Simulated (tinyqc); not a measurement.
Round or elliptic silicon nanowire with anisotropic valleys (Ritz method): sweeps and comparisons. A value that a table varies takes the place of the one given here.

Wire along x = [110] on a (001) wafer, y = [-110], z = [001]. Valley groups (w = inverse masses): A, two valleys along z: w_y = 1/mt, w_z = 1/ml, m_x = mt; B, four valleys in the wafer plane: w_y = (1/ml + 1/mt)/2, w_z = 1/mt, m_x = (ml + mt)/2.

Hard wall on the ellipse (y/a)^2 + (z/b)^2 = 1, c = hbar^2/2m0. With u = y/a, v = z/b the operator is -c [(w_y/a^2) d2/du2 + (w_z/b^2) d2/dv2] on the unit disc. Basis (1 - u^2 - v^2) u^i v^j; S, X and Y are the disc integrals of f f', (df/du)(df'/du) and (df/dv)(df'/dv), from the integral of u^p v^q = 2 Gamma((p+1)/2) Gamma((q+1)/2)/((p + q + 2) Gamma((p+q+2)/2)) for even p, q; H = c (w_y X/a^2 + w_z Y/b^2).

Converged values use 21 functions of each parity class (e or o in u, then in v).

Constants: hbar^2/2m0 = 3.80998211 eV angstrom^2.

Inputs chosen for the exercise (near those of a Si nanowire; shifted at random, so the results belong to these values and not to a real crystal): ml = 0.912 m0 (longitudinal mass); mt = 0.19 m0 (transverse mass); a = 19 angstrom (semi-axis along y); b = 19 angstrom (semi-axis along z); asp = (0.4, 0.6, 0.8, 1, 1.3, 1.8, 2.5) (ratios a/b); area = 11.3 nm^2 (cross-section, kept fixed); hw = 1 (height over mean width).

## Size of the basis

Lowest level of each group with 1, 3, 6 and 21 even functions.

Levels (meV):

| functions | A | B |
|---|---|---|
| 1 | 201.36 | 267.32 |
| 3 | 190.98 | 257.27 |
| 6 | 190.80 | 257.22 |
| 21 | 190.80 | 257.22 |

What can be read from the table?

One function errs by 5.5 % for A and 3.9 % for B, six by 0.0011 and 7.4e-05 meV. The error grows with the axis ratio of the stretched ellipse (2.19, 1.29); for a circle it is 6/5.783 - 1 = 3.7 %.

## Flattening the wire at fixed area

a = sqrt(area x ratio/pi), b = a/ratio, 1 nm^2 = 100 angstrom^2; lowest level of each group.

Levels (eV):

| a/b | a (angstrom) | b (angstrom) | A | B |
|---|---|---|---|---|
| 0.4 | 12.0 | 30.0 | 0.3880 | 0.3042 |
| 0.6 | 14.7 | 24.5 | 0.2761 | 0.2586 |
| 0.8 | 17.0 | 21.2 | 0.2221 | 0.2507 |
| 1.0 | 19.0 | 19.0 | 0.1915 | 0.2582 |
| 1.3 | 21.6 | 16.6 | 0.1664 | 0.2824 |
| 1.8 | 25.4 | 14.1 | 0.1499 | 0.3376 |
| 2.5 | 30.0 | 12.0 | 0.1484 | 0.4258 |

What can be read from the table?

Each group is lowest where its stretched ellipse is a circle, at a/b = sqrt(w_y/w_z): 2.19 for A and 0.78 for B. The lowest group is B in the first row and A in the last, crossing between a/b = 0.6 and 0.8; B - A is -84 meV in the first row and +277 meV in the last.

## Shape of the cross-section

Equal area, hard walls, lowest level of -c (w_y d2/dy2 + w_z d2/dz2), c = hbar^2/2m0. Rectangle W x H with H/W = hw; ellipse with b/a = hw; trapezoid of height H, base W/0.8 and top 0.6 of the base; isosceles triangle of height H and base 2W. Ellipse, trapezoid and triangle by converged Ritz bases; 1 nm^2 = 100 angstrom^2.

Levels:

| shape | A (eV) | B (eV) | B - A (meV) |
|---|---|---|---|
| rectangle | 0.2116 | 0.2810 | 69.3 |
| ellipse | 0.1915 | 0.2582 | 66.7 |
| trapezoid | 0.2082 | 0.2865 | 78.3 |
| triangle | 0.1872 | 0.3718 | 184.6 |

W = 33.6 angstrom
H = 33.6 angstrom

How do the results move?

For group A the order is triangle, ellipse, trapezoid, rectangle, spanning 13 %. For group B the order is ellipse, rectangle, trapezoid, triangle, spanning 44 %. The ellipse lies below the rectangle for both groups, since corners hold little of the wave function. The triangle is lowest for A, whose light mass lies across the width and gains from the wide base. The spacing B - A of the valley groups runs from 67 to 185 meV.

## What each parameter does

Lowest level of groups A and B. Each row changes one parameter from the base and keeps the others.

Results:

| case | A (eV) | B (eV) | B - A (meV) |
|---|---|---|---|
| base | 0.1908 | 0.2572 | 66.4 |
| a = 22 angstrom | 0.1516 | 0.2320 | 80.4 |
| b = 17 angstrom | 0.1999 | 0.2966 | 96.7 |
| ml = 1.021 m0 | 0.1868 | 0.2554 | 68.6 |
| mt = 0.171 m0 | 0.2078 | 0.2839 | 76.1 |

What can be read from the table?

The largest shifts from the base row, up to three for each result and ties (the steps differ in size, so this ranks the rows, not the parameters). A (eV): a -0.0392, mt +0.0171, b +0.0091. B (eV): b +0.0394, mt +0.0267, a -0.0252. B - A (meV): b +30.3, a +14.0, mt +9.6.

Computed by tinyqc, a small Python program: `OMP_NUM_THREADS=1 python tinyqc.py 1280440 1280441 out.jsonl` (the numbers bound the seed that draws the inputs); one thread of a shared host (Intel(R) Xeon(R) Processor @ 2.30GHz), about 0.06 s for the whole set of steps.
